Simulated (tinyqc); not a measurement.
From results back to parameters: dielectric confinement in a thin film (image charges). Three cases, with inputs chosen for the exercise.

Problem. The self-energy at the centre was computed from a hidden eh.

A film |z| < t/2 of dielectric constant eps between half-spaces of dielectric constant e2; lam = (eps - e2)/(eps + e2), q = e^2/(4 pi eps0). The self-energy of a band edge is taken with the high-frequency value, e2 = eh, and the field of a fixed ion with the static one, e2 = eo. A charge at z has images lam^|n| at n t + (-1)^n z. Its self-energy is S(z) = (q/2 eps) sum over n >= 1 of lam^n [1/(n t - 2z) + 1/(n t + 2z)] for odd n and 2 lam^n/(n t) for even n; at the centre S(0) = -(q/(eps t)) ln(1 - lam).

Constants: e^2/(4 pi eps0) = 14.39964547 eV angstrom.

Case 1.

Values chosen: t = 84 angstrom (film thickness); eps = 13.1 (dielectric constant of the film).
S(0) = 17.9675 meV

Case 2.

Values chosen: t = 46 angstrom (film thickness); eps = 13.5 (dielectric constant of the film).
S(0) = 18.1505 meV

Case 3.

Values chosen: t = 32 angstrom (film thickness); eps = 11.7 (dielectric constant of the film).
S(0) = 47.3489 meV

Find: lam; eh.

Solution. lam = 1 - exp(-S(0) eps t/q), and eh = eps (1 - lam)/(1 + lam).

Case 1.

lam = 0.7467
eh = 1.9

Case 2.

lam = 0.5429
eh = 4.0

Case 3.

lam = 0.7080
eh = 2.0

Computed by tinyqc, one run a case: `OMP_NUM_THREADS=1 python tinyqc.py N N+1 out.jsonl` with N = 1280274, 1280314, 1280353; one thread of a shared Intel(R) Xeon(R) Processor @ 2.30GHz, about 0.08 s a run at most.
